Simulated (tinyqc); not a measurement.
# Read current of a NAND string, cells in series solved by shooting: what changes with what

Cells in series, numbered from 0 at the source line (0 V) to the bit line, each followed by a gap resistance Rg. A cell with gate Vg, threshold VT, source Vs and drain Vd passes I = 2 nf K Vt^2 [F(Vs) - F(Vd)]/(1 + th max(Vg - VT, 0)), F(V) = ln^2(1 + exp((Vg - VT - nf V)/(2 nf Vt))). The selected cell has Vg = Vr, the others Vg = Vp.

Values chosen for this exercise; values of the order met in vertical NAND strings: temperature T = 300 K; gain factor of a cell K = 7.4 uA/V^2; slope factor nf = 1.3; mobility reduction factor th = 0.17 1/V; resistance of the gap between cells Rg = 5.5 kohm; bit-line voltage Vbl = 0.7 V; pass voltage Vp = 6 V; threshold of an erased cell Ve = -1 V; threshold of the highest state Vh = 3.4 V; threshold of the selected cell Vx = 2.2 V; sensing current Is = 10 nA; read voltage on the selected word line Vr = 3.93 V.

Constants: q = 1.602176634e-19 C, kB = 1.380649e-23 J/K, Vt = kB T/q. Results are converted to the units shown.

Each table varies one quantity; the others keep the values above.

## Read current against the number of cells

For a trial current I start at 0 V and, cell by cell, solve for the drain: sqrt(F(Vd)) = sqrt(F(Vs) - I/k), k = 2 nf K Vt^2/(1 + th max(Vg - VT, 0)), Vd = [Vg - VT - 2 nf Vt ln(exp(sqrt F) - 1)]/nf, then add I Rg. The string current is the I for which the last node reaches Vbl. The apparent threshold is the Vr at which I = Is. Background: all other cells erased (VT = Ve) or all in the highest state (VT = Vh); ratio and shift are high over erased and high minus erased. The selected cell is in the middle, cell n/2.

Read current against the number of cells:
```
n	I, others erased (uA)	I, others high (uA)	ratio	apparent VT, erased (V)	apparent VT, high (V)	background shift (mV)
8	1.400	0.8569	0.6120	2.226	2.228	1.716
16	0.7743	0.4410	0.5696	2.229	2.232	3.438
32	0.4082	0.2237	0.5479	2.234	2.240	6.898
64	0.2097	0.1126	0.5370	2.244	2.258	13.89
96	0.1411	0.07527	0.5334	2.254	2.275	20.97
128	0.1063	0.05652	0.5315	2.264	2.292	28.14
192	0.07121	0.03772	0.5297	2.284	2.327	42.78
```

What does the comparison show?

With erased neighbours the current falls from 1.40 to 0.0712 uA, as n^(-0.85) between the first two rows and n^(-0.99) between the last two (-1 once the series resistance rules). The ratio falls from 0.612 to 0.530 and the background shift rises from 1.72 to 42.8 mV.

## Effect of the read voltage on the selected word line

Same model as above.

The string has 64 cells and the selected one is cell 32.

The same in every row: apparent VT, erased (V) = 2.244; apparent VT, high (V) = 2.258; background shift (mV) = 13.89.

Results:
```
Vr (V)	I, others erased (uA)	I, others high (uA)	ratio
1.9	1.688e-6	1.688e-6	0.9999
2.3	0.01962	0.01553	0.7915
2.7	0.1358	0.08908	0.6562
3.1	0.1974	0.1092	0.5533
3.5	0.2062	0.1117	0.5415
4.3	0.2114	0.1131	0.5350
4.7	0.2125	0.1134	0.5337
```

Estimate the missing row, Vr = 3.9 V.

Computed row:
```
Vr (V)	I, others erased (uA)	I, others high (uA)	ratio
3.9	0.2096	0.1126	0.5372
```

With this row back in the table: As Vr goes from 1.9 to 4.7 V, the current with erased neighbours rises from 1.69e-6 to 0.212 uA, that with high neighbours rises from 1.69e-6 to 0.113 uA and the ratio falls from 1.00 to 0.534. The apparent thresholds do not depend on Vr.

Program tinyqc, `OMP_NUM_THREADS=1 python tinyqc.py 2142157 2142158 out.jsonl`; Intel Xeon 2.30GHz, shared host, one thread, about 0.8 s.
